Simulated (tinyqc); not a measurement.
sp3s* tight binding with spin-orbit coupling, step by step. Values are carried at full precision from step to step, so a last printed digit may differ when a step is redone from the rounded ones.

sp3s* tight binding, nearest neighbours only: anion (a) at 0, cation (c) at a/4 (1,1,1), orbitals s, px, py, pz, s* on each; k in units of 2 pi/a. With phases e_j = exp(i (pi/2) k.n_j) for n = (1,1,1), (1,-1,-1), (-1,1,-1), (-1,-1,1): g0 = (e1+e2+e3+e4)/4, g1 = (e1+e2-e3-e4)/4, g2 = (e1-e2+e3-e4)/4, g3 = (e1-e2-e3+e4)/4. The diagonal holds the levels Esa, Epa, Exa (s*) and Esc, Epc, Exc. Anion-cation block: <sa|sc> = Vss g0; <sa|xc> = Vsapc g1; <xa|sc> = -Vscpa g1; <xa|xc> = Vxx g0; <xa|yc> = <ya|xc> = Vxy g3, <xa|zc> = <za|xc> = Vxy g2, <ya|zc> = <za|yc> = Vxy g1; <s*a|xc> = Vxapc g1; <xa|s*c> = -Vpaxc g1; y and z take g2 and g3 in place of g1; s-s* and s*-s* vanish.

Constants: hbar^2/2m0 = 3.80998211 eV angstrom^2.

Values chosen for the exercise (near a published set for Si, fitted to gaps, whose masses and valley positions are rough; spin-orbit coupling, where it is added without a refit, lifts the valence top and shrinks all gaps by about a third of the splitting; shifted at random, so the results belong to these values and not to a real crystal):
- k = (0.57, 0.57, 0) 2 pi/a (wave vector)
- Esa = -4.218 eV (s level of the anion)
- Epa = 1.704 eV (p level of the anion)
- Esc = -4.218 eV (s level of the cation)
- Epc = 1.704 eV (p level of the cation)
- Exa = 6.722 eV (s* level of the anion)
- Exc = 6.722 eV (s* level of the cation)
- Vss = -8.269 eV (s-s)
- Vxx = 1.718 eV (px-px)
- Vxy = 4.566 eV (px-py)
- Vsapc = 5.742 eV (s anion, p cation)
- Vscpa = 5.742 eV (s cation, p anion)
- Vxapc = 5.384 eV (s* anion, p cation)
- Vpaxc = 5.384 eV (p anion, s* cation)
- Da = 0.043 eV (atomic spin-orbit splitting, anion)
- Dc = 0.043 eV (the same, cation)
- a = 5.426 angstrom (lattice constant)

## Phase sums

Form g0 to g3 at this k.

g0, g1, g2, g3: [0.39093, 0.48796i, 0.48796i, -0.60907]

## The Hamiltonian without spin-orbit coupling

Fill in the 10 x 10 matrix.

H(k) (eV), rows sa, xa, ya, za, s*a, sc, xc, yc, zc, s*c and columns alike:
```
[[-4.2180, 0, 0, 0, 0, -3.2326, 2.8019i, 2.8019i, -3.4973, 0],
 [0, 1.7040, 0, 0, 0, -2.8019i, 0.6716, -2.7810, 2.2280i, -2.6272i],
 [0, 0, 1.7040, 0, 0, -2.8019i, -2.7810, 0.6716, 2.2280i, -2.6272i],
 [0, 0, 0, 1.7040, 0, 3.4973, 2.2280i, 2.2280i, 0.6716, 3.2792],
 [0, 0, 0, 0, 6.7220, 0, 2.6272i, 2.6272i, -3.2792, 0],
 [-3.2326, 2.8019i, 2.8019i, 3.4973, 0, -4.2180, 0, 0, 0, 0],
 [-2.8019i, 0.6716, -2.7810, -2.2280i, -2.6272i, 0, 1.7040, 0, 0, 0],
 [-2.8019i, -2.7810, 0.6716, -2.2280i, -2.6272i, 0, 0, 1.7040, 0, 0],
 [-3.4973, -2.2280i, -2.2280i, 0.6716, -3.2792, 0, 0, 0, 1.7040, 0],
 [0, 2.6272i, 2.6272i, 3.2792, 0, 0, 0, 0, 0, 6.7220]]
```

## Levels at this k

Diagonalise H, which belongs to k = (0.57, 0.57, 0) (2 pi/a). Four bands are filled (two electrons each); give the make-up of band 5, the lowest empty one.

levels (eV): [-9.8658, -6.7277, -2.8494, -1.7486, 1.7375, 2.3792, 5.1566, 6.1584, 10.1158, 10.8761]

weights of band 5: s 0.139, p 0.446, s* 0.415

weight of band 5 on atom a = 0.500

The vertical gap at this k is 3.4861 eV; band 5 is mostly p-like.

## Levels at Gamma

Spin-orbit coupling acts within the p shell of each atom as (D/3) L.sigma, D = Da or Dc: it puts four states at Ep + D/3 and two at Ep - 2D/3.

At k = 0 only g0 = 1 is left and H falls into 2 x 2 blocks [[E_a, V], [V, E_c]] with roots (E_a + E_c)/2 -/+ sqrt(((E_a - E_c)/2)^2 + V^2); the s* levels stay uncoupled. The direct gap runs from the highest lower root of the p blocks to the lowest upper root.

Blocks at Gamma (eV):
```
block               E_a      E_c        V  lower root  upper root
s (Gamma6)      -4.2180  -4.2180  -8.2690    -12.4870      4.0510
p 3/2 (Gamma8)   1.7183   1.7183   1.7180      0.0003      3.4363
p 1/2 (Gamma7)   1.6753   1.6753   1.7180     -0.0427      3.3933
```

direct gap at Gamma = 3.3930 eV

The lowest empty level at Gamma is p-like. The split-off band lies 0.0430 eV below the top, equal to the atomic value.

## Bands near the gap

Diagonalise at L = (1/2,1/2,1/2), X = (1,0,0), W = (1,1/2,0), K = (3/4,3/4,0) and at the fractions named between them; energies from the top of the valence band at Gamma; the matrix is 20 x 20 and 8 levels are filled.

Levels (eV):
```
k        level 3  level 5  level 7  level 8  level 9  level 10  level 11
L         -7.100   -1.453   -1.424   -1.424    2.486     2.486     2.516
L-G 0.5   -3.929   -0.843   -0.814   -0.814    2.382     2.382     3.977
G         -0.043    0.000    0.000    0.000    3.393     3.393     3.436
G-X 0.2   -0.972   -0.465   -0.444   -0.444    2.836     2.836     3.852
G-X 0.4   -2.865   -1.325   -1.312   -1.312    1.904     1.904     4.012
G-X 0.6   -4.863   -2.130   -2.122   -2.122    1.296     1.296     3.294
G-X 0.7   -5.810   -2.441   -2.436   -2.436    1.185     1.185     2.856
G-X 0.8   -6.701   -2.673   -2.669   -2.669    1.211     1.211     2.411
G-X 0.9   -7.531   -2.815   -2.813   -2.813    1.367     1.367     1.994
X         -8.301   -2.862   -2.862   -2.862    1.636     1.636     1.636
W         -8.297   -2.870   -2.855   -2.855    1.631     1.631     1.641
K         -7.825   -3.074   -2.445   -2.445    1.620     1.620     1.786
K-G 0.5   -4.601   -1.995   -0.893   -0.893    2.244     2.244     3.334
```

On these points the lowest empty level is lowest at G-X 0.7, 1.185 eV above the top.

## Valleys and masses

The lowest conduction level (mean of the pair) at Gamma, at its minimum on (x,0,0) for x from 0.5 to 1, and at the point L (L, and X where the search ends there, need not be minima in this model; a zero or negative inverse mass shows it). Inverse masses m0/m = (E(+h) + E(-h) - 2 E)/(2 c q^2) with c = hbar^2/2m0, q = h 2 pi/a, h = 0.002; longitudinal along the valley axis ([100] at Gamma and Delta, [111] at L), transverse along [010] or [1-10]. A dash: the next level lies within 0.15 eV, so a single mass has no use there.

Valleys:
```
valley  x (2 pi/a)  E - Ev (eV)  m0/m_l  m0/m_t
Gamma       0.0000       3.3930       -       -
Delta       0.7307       1.1788    1.34    0.61
L           0.5000       2.4860       -       -
```

Of these three the lowest is the Delta line, which makes the gap indirect, 1.1788 eV. At Delta m0/m_t is 0.61. This nearest-neighbour model is fitted to gaps: it places the Delta minimum and the masses at Delta and L only roughly (transverse masses can be several times too heavy), and since its bands are flat from X to W the transverse mass grows too heavy towards X; d orbitals or second neighbours cure this.

## Checks

- Direct gap at Gamma from the blocks against the full matrix: both 3.39300.

(tinyqc, `OMP_NUM_THREADS=1 python tinyqc.py 1452311 1452312 out.jsonl`, Intel(R) Xeon(R) Processor @ 2.30GHz, 1 thread, shared host, about 0.1 s.)
